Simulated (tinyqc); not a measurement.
Frenkel-Kontorova chain: a misfit dislocation (kink) in a monolayer on a periodic substrate: one step, computed by the program tinyqc. Command: `OMP_NUM_THREADS=1 python tinyqc.py 3016682 3016683 out.jsonl fkchain walk`. One thread of a shared host (Intel(R) Xeon(R) Processor @ 2.30GHz), about 0.04 s of CPU time with the checks.

E = sum_j [(k/2)(x_(j+1) - x_j - b)^2 + (W/2)(1 - cos(2 pi x_j/a))], x_j = a (j + u_j). A kink takes u from 0 to 1: the chain is stretched by one period and has one atom fewer than wells.

Question. Start between two atoms. Discrete chain at f = 0, ends held at u = 0 and 1: E = (k a^2/2) sum (u_(j+1) - u_j)^2 + (W/2) sum (1 - cos 2 pi u_j), gradient g_j = k a^2 (2 u_j - u_(j-1) - u_(j+1)) + pi W sin(2 pi u_j), Hessian 2 k a^2 + 2 pi^2 W cos(2 pi u_j) on the diagonal and -k a^2 beside it. Free atoms j = -n..n-1 start from the continuum shape centred half-way, at j + 1/2.

Inputs (values chosen for the exercise, for a model overlayer):

| quantity | value | unit |
|---|---|---|
| spring constant k | 7.37 | eV/angstrom^2 |
| substrate period a | 2.73 | angstrom |
| corrugation W | 3.65 | eV |
| atoms on each side n | 9 | - |

kink width l0 = 2.743058

Give: u at the start; E at the start; gradient.

Answer.

u at the start: 0.0000  0.0001  0.0004  0.0012  0.0037  0.0116  0.0363  0.1130  0.3269  0.6731  0.8870  0.9637  0.9884  0.9963  0.9988  0.9996  0.9999  1.0000

E at the start = 12.50 eV

gradient (eV): 0.000  -0.001  -0.003  -0.010  -0.030  -0.094  -0.263  -0.059  2.890  -2.890  0.059  0.263  0.094  0.030  0.010  0.003  0.001  0.000

Caution: a corrugation above 1 eV is larger than real overlayers usually show; it is chosen to keep the kink narrow. Caution: for l0 below about 3 the kink spans few atoms, and the continuum kink energy is off by about 2 per cent or more.
